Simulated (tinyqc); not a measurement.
Off-state leakage of single and stacked transistors: two steps of the calculation.

n-channel devices of unit width. Subthreshold current I(Vg, Vs, Vd) = I0 (T/300 K)^0.5 exp[(Vg - Vs - VT(T) - gb (Vs - Vb) + dd (Vd - Vs))/(nf Vt)] (1 - exp(-(Vd - Vs)/Vt)), VT(T) = VT - cT (T - 300 K). Gate-edge tunnelling Ig (Vd/1 V) exp(ag (Vd - 1 V)), for a gate at 0 V, and band-to-band leakage Ab u exp(-Bb/u), u = Vd - Vb + 1 V, flow at a drain held at V; both are taken as independent of T. In a stack of off transistors (all gates at 0 V) the same subthreshold current passes through each.

Values chosen for this exercise; values of the order met in bulk silicon logic transistors: temperature T = 378 K; supply voltage V = 1.2 V; threshold at 300 K, zero drain and body bias VT = 0.3 V; fall of the threshold with temperature cT = 0.6 mV/K; current at threshold at 300 K I0 = 0.23 uA/um; slope factor nf = 1.47; drain-induced lowering per volt dd = 0.06; rise of the threshold per volt of source-body bias gb = 0.19; gate-edge tunnelling current at 1 V Ig = 0.0003 uA/um; exponential slope of the gate current ag = 3.2 1/V; prefactor of band-to-band leakage at the drain Ab = 1 uA/(um V); its exponential voltage Bb = 26 V; body voltage Vb = -0.6 V.

Constants: q = 1.602176634e-19 C, kB = 1.380649e-23 J/K, Vt = kB T/q. Results are converted to the units shown.

Problem 1. Leakage of one transistor. Vg = Vs = 0, Vd = V; effective threshold VT(T) - gb Vb - dd V.

Find: effective threshold; parts; total; shares.

Solution 1.

effective threshold = 0.2952 V
parts (nA/um): subthreshold 0.5426, gate edge 0.6827, band-to-band 0.2597
total = 1.485 nA/um
shares (%): subthreshold 36.54, gate edge 45.98, band-to-band 17.49

The gate edge part is the largest.

Problem 2. New Vx. Stack of two, Vx the node between them: I_low = I(0, 0, Vx), I_up = I(0, Vx, V), f = ln(I_up/I_low), f' = -(1 + gb + 2 dd)/(nf Vt) - 1/(Vt (exp(Vx/Vt) - 1)) - 1/(Vt (exp((V - Vx)/Vt) - 1)), Vx(new) = Vx - f/f'.

Vx at the start = 0.055 V

Wanted: I_low; I_up; f; f'; Vx after iteration 1.

Solution 2.

I_low = 0.1054 nA/um
I_up = 0.1291 nA/um
f = 0.2033
f' = -34.32 1/V
Vx after iteration 1 = 0.06092 V

Program tinyqc, `OMP_NUM_THREADS=1 python tinyqc.py 2242040 2242041 out.jsonl`; Intel Xeon 2.30GHz, shared host, one thread, about 0.04 s.
